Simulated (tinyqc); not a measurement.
# Threshold-voltage variability of a planar MOSFET, analytic estimates, step by step

Program tinyqc, `OMP_NUM_THREADS=1 python tinyqc.py 2090014 2090015 out.jsonl`; Intel Xeon 2.30GHz, shared host, one thread, about 0.01 s. Printed values are rounded.

Three independent sources add in quadrature: random dopants in the depleted layer, metal-gate grains of two orientations, and roughness of the two gate edges acting through the roll-off VT = VT(long) - Vr exp(-L/l). These are first-order estimates: no three-dimensional electrostatics, no percolation.

Values chosen for this exercise; material values close to those of silicon:
```
symbol      value   unit                                                 meaning
T             325      K                                             temperature
Eg           1.11     eV                                                band gap
eps_r        11.7                     relative permittivity of the semiconductor
Nc        3.16e19  cm^-3                  conduction-band density of states at T
Nv        2.97e19  cm^-3                     valence-band density of states at T
Na         6.2e17  cm^-3                                          channel doping
ti            1.1     nm                 oxide-equivalent thickness in inversion
L              45     nm                                             gate length
W             180     nm                                              gate width
G               7     nm                                        metal grain size
dW            0.1     eV  work-function difference of the two grain orientations
p             0.5               share of the orientation of higher work function
De            1.1     nm                          rms roughness of one gate edge
La             20     nm                     correlation length of the roughness
l             9.1     nm                  decay length of the threshold roll-off
Vr              2      V                               prefactor of the roll-off
n            1.35                                            subthreshold factor
gI              8    1/V                                  gm/I of a matched pair
sb            2.5      %                 spread of the gain factor of one device
Nb      268435456                                                number of cells
Y           0.961                                                   wanted yield
```

Constants: q = 1.602176634e-19 C, kB = 1.380649e-23 J/K, Vt = kB T/q, eps0 = 8.8541878128e-14 F/cm where lengths are in cm. Results are converted to the units shown.

## Random dopants

ni = sqrt(Nc Nv) exp(-Eg/(2 Vt)), Eg in volts; Cox = 3.9 eps0/ti; Wd = sqrt(4 eps0 eps_r Vt ln(Na/ni)/(q Na)); dopants: s1 = (q/Cox) sqrt(Na Wd/(3 L W)). The slope A1 = s1 sqrt(L W); mean number of dopants Na L W Wd.

Cox = 3.13921 uF/cm^2
Wd = 43.1223 nm
mean number of dopants = 216.560
A1 = 0.481810 mV um
s1 = 5.35344 mV

Counting alone, 1/sqrt(N) of the depletion voltage q Na Wd/Cox = 136 mV, would give sqrt(3) times more: dopants deep in the layer act less on the surface.

## Metal grains and edge roughness

Grains: Ng = L W/G^2 (at least 1), s2 = dW sqrt(p (1 - p)/Ng). Edges, with exponential correlation and u = W/La: the mean gate length has sL^2 = 2 De^2 (2/u)[1 - (1 - exp(-u))/u]; s3 = sL (Vr/l) exp(-L/l).

Ng = 165.306
s2 = 3.88889 mV
sL = 0.691399 nm
dVT/dL = 1.56451 mV/nm
s3 = 1.08170 mV

## Total spread, mismatch and leakage

s = sqrt(s1^2 + s2^2 + s3^2). For a pair: s(dVT) = sqrt(2) s; current mismatch sqrt(2) sqrt((gI s)^2 + sb^2); input offset = current mismatch/gI. For a Gaussian VT the off current is log-normal with mean/median = exp(s^2/(2 (n Vt)^2)).

s = 6.70469 mV
s(dVT) = 9.48187 mV
current mismatch = 8.36897 %
input offset = 10.4612 mV
mean/median of Ioff = 1.01585

The dopants give 63.8 % of the variance; without them s would be 4.04 mV.

## Iteration 1: margin in standard deviations for the wanted yield

k at the start = 2

Cells fail independently with probability Q(k) = erfc(k/sqrt(2))/2 when the margin is k standard deviations, and Y = exp(-Nb Q(k)). phi = exp(-k^2/2)/sqrt(2 pi). Newton steps on ln Q(k) = ln(-ln(Y)/Nb): k(new) = k + [ln Q - ln(-ln(Y)/Nb)] Q/phi.

Q(k) = 0.0227501
phi = 0.0539910
k after iteration 1 = 9.94252

## Iteration 2: margin in standard deviations for the wanted yield

As before.

Q(k) = 1.35934e-23
phi = 1.36493e-22
k after iteration 2 = 6.95283

## Course of the iteration: margin in standard deviations for the wanted yield

Stop when k changes by less than 1e-9, or after 30 iterations.

Course of the iteration:
```
iteration        k  |change|
1          9.94252      7.94
2          6.95283      2.99
3          6.33006     0.623
4          6.30072    0.0293
5          6.30065   6.52e-5
6          6.30065  3.22e-10
```

Converged in 6 iterations. At the end the number of correct digits about doubles with each step. With s(dVT) = 9.48 mV, 6.30 standard deviations are 59.7 mV.
